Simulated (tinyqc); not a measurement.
Three structures under pressure: Born-Mayer model of an ionic crystal AB. Computed by tinyqc, a small Python program. Command: `OMP_NUM_THREADS=1 python tinyqc.py 3021856 3021857 out.jsonl bornmayer walk`. One thread of a shared host (Intel(R) Xeon(R) Processor @ 2.30GHz), about 0.01 s of CPU time with the checks.

Energies are per ion pair and r is the nearest distance of unlike ions.

Inputs (values chosen for the exercise, for a model salt): ionic charge z = 2; unlike repulsion lambda = 3570 eV; range rho = 0.316 angstrom.

Structure: rock salt. Short range: nearest neighbours only.

Constants: e^2/(4 pi eps_0) = 14.39964548 eV angstrom; 1 eV/angstrom^3 = 160.2176634 GPa.

Method:
- Madelung constant M, unlike neighbours z1, like neighbours z2 at f r, volume per pair: rock salt 1.747565, 6, 12, sqrt2, 2 r^3; caesium chloride 1.762675, 8, 6, 2/sqrt3, 8 r^3/(3 sqrt3); zinc blende 1.638055, 4, 12, sqrt(8/3), 16 r^3/(3 sqrt3).
- U(r) = -M z^2 e^2/(4 pi eps_0 r) + z1 lambda exp(-r/rho).
- With the volume written as c r^3, under pressure take the root at the minimum of the enthalpy and solve U'(r) + 3 c r^2 P = 0; H = U + P V; B = (U'' - 2 U'/r)/(9 c r).

Enthalpy (eV per pair):

| P (GPa) | rock salt | caesium chloride | zinc blende |
|---|---|---|---|
| 0 | -33.117 | -32.209 | -32.534 |
| 2 | -32.640 | -31.792 | -31.912 |
| 5 | -31.939 | -31.178 | -31.005 |
| 10 | -30.804 | -30.179 | -29.553 |
| 20 | -28.638 | -28.264 | -26.817 |
| 40 | -24.612 | -24.677 | -21.819 |
| 70 | -19.098 | -19.726 | -15.090 |
| 100 | -14.016 | -15.134 | -8.968 |

volumes at zero pressure (angstrom^3): rock salt 38.551, caesium chloride 33.649, zinc blende 50.408

What does the comparison show, and why?

At zero pressure the order is rock salt < zinc blende < caesium chloride. Between 20 and 40 GPa the lowest enthalpy passes from rock salt to caesium chloride. Pressure favours the denser structure, through P V. The Madelung constants, the number of repulsive contacts and the volumes (38.6, 33.6, 50.4 angstrom^3 at P = 0) all matter. Caution: rigid ions with fixed charges leave out polarisation and covalency, so such models often misplace transition pressures.

Extremes, crossings and ranges named in words are read from the listed rows.
